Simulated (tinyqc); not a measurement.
Gate sheet resistance from two finger widths.

Problem. At low frequency R = Rsh Wf/(3 L) + B/Wf, where B collects the channel and vertical terms. Find Rsh, B and the width of lowest R.

Inputs (values chosen for the exercise): channel length L = 0.25 um.

input resistance of single fingers, contacted at one end, of width 0.72 and 5.1 um (ohm): [81.7, 144.82353]

Solution. R Wf is a straight line in Wf^2; the minimum of R lies where both terms are equal.

Rsh = 20.0 ohm/square
B = 45.0 ohm um
width of lowest R = 1.30 um

Numbers from tinyqc (`OMP_NUM_THREADS=1 python tinyqc.py 2262021 2262022 out.jsonl`; about 0.01 s on one thread of a shared Intel Xeon 2.30GHz).
